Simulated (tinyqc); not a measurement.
Lattice vibrations of a chain, step by step. One step of it, computed by the program tinyqc.

Problem. Frequencies. omega^2 are the eigenvalues; wavenumber = 521.4708 sqrt(eigenvalue) 1/cm.

D(q) (eV/(angstrom^2 u)):
```
[[0.424760, -0.092308, -0.084484+0.018884i, -0.314164+0.147834i],
 [-0.092308, 0.383028, -0.175270, -0.076109+0.017012i],
 [-0.084484-0.018884i, -0.175270, 0.634146, -0.158447],
 [-0.314164-0.147834i, -0.076109-0.017012i, -0.158447, 0.543421]]
```

Give: eigenvalues; wavenumbers; weights |e|^2 of the mass-weighted modes.

Solution.

eigenvalues: [0.0035, 0.4015, 0.7142, 0.8662]

wavenumbers (1/cm): [30.9, 330.4, 440.7, 485.3]

weights |e|^2 of the mass-weighted modes, order atom 1, atom 2, atom 3, atom 4:
```
[[0.3896, 0.1755, 0.1567, 0.2783],
 [0.1782, 0.6609, 0.1464, 0.0144],
 [0.1169, 0.0703, 0.6481, 0.1646],
 [0.3153, 0.0933, 0.0488, 0.5427]]
```
